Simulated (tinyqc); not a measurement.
Gated graphene, quantum capacitance: two steps of the calculation.

phi is the Fermi level above the Dirac point, in volts; Vg is counted from the gate voltage of charge neutrality. Ideal linear bands, no charge puddles.

Values chosen for this exercise; values close to those of graphene: temperature T = 77 K; relative permittivity of the gate insulator (close to silicon nitride) eox = 7.47; insulator thickness tox = 15 nm; Fermi velocity vF = 1.12e6 m/s; density of traps Dit = 0 cm^-2 eV^-1; gate voltage Vg = 0.93 V.

Constants: q = 1.602176634e-19 C, kB = 1.380649e-23 J/K, hbar = 1.054571817e-34 J s, Vt = kB T/q, eps0 = 8.8541878128e-14 F/cm where lengths are in cm. Results are converted to the units shown.

Task 1. Gate capacitance. Cox = eps0 eox/tox.

Find: Cox.

Result 1.

Cox = 0.44094 uF/cm^2

Task 2. New phi. N0 = (2/pi)(kB T/(hbar vF))^2; n = N0 F1(phi/Vt), p = N0 F1(-phi/Vt), F1(e) = int_0^infinity u du/(1 + exp(u - e)) = -Li2(-exp(e)); Cq = q d(n - p)/dphi = (q N0/Vt) ln[2 (1 + cosh(phi/Vt))]. Newton: f = phi + q (n - p + Dit phi)/Cox - Vg, phi(new) = phi - f/(1 + (Cq + q Dit)/Cox).

phi after iteration 1 = 0.60503917 V
Cox = 0.44093855 uF/cm^2

Give: n; p; Cq; f; phi after iteration 2.

Result 2.

n = 2.145e13 cm^-2
p = 1.293e-30 cm^-2
Cq = 11.36 uF/cm^2
f = 7.469 V
phi after iteration 2 = 0.3259 V

tinyqc, about 0.01 s, one thread, Intel Xeon 2.30GHz (shared host): `OMP_NUM_THREADS=1 python tinyqc.py 2200012 2200013 out.jsonl`
